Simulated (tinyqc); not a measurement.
Koster-Slater impurity in a tight-binding band, by Green functions and by supercells: one step, computed by the program tinyqc. Command: `OMP_NUM_THREADS=1 python tinyqc.py 3000825 3000826 out.jsonl kosterslater walk`. One thread of a shared host (Intel(R) Xeon(R) Processor @ 2.30GHz), about 0.04 s of CPU time with the checks.

One orbital per site, e(k) = -2 t sum cos(k_i) over 2 direction(s), band from -4 t to 4 t, lattice constant 1. One site has the extra energy U. Spin is left out.

Problem. Scattering. T = U/(1 - U G0); phase shift delta = -arg(1 - U G0) in (-pi, pi]; host density of states -Im G0/pi; on the impurity -Im[G0/(1 - U G0)]/pi; lifetime of a band state hbar/(-2 c Im T).

Inputs (values chosen for the exercise, for a model band): impurity potential U = -1.35 eV; impurity concentration c = 0.001 per site.

Lattice: square.

G0(E + i eta) = -0.4105604-0.7081827i 1/eV

Constants: hbar = 6.582119569e-16 eV s.

Give: T matrix; phase shift delta; host density of states; density of states on the impurity; scattering lifetime.

Solution.

T matrix = -0.5408-1.1599i eV

phase shift delta = 1.1345 rad

host density of states = 0.22542 1/eV

density of states on the impurity = 0.20259 1/eV

scattering lifetime = 283.73 fs

The Born approximation would take Im T = U^2 Im G0 = -1.29 eV, 1.11 times the full value.
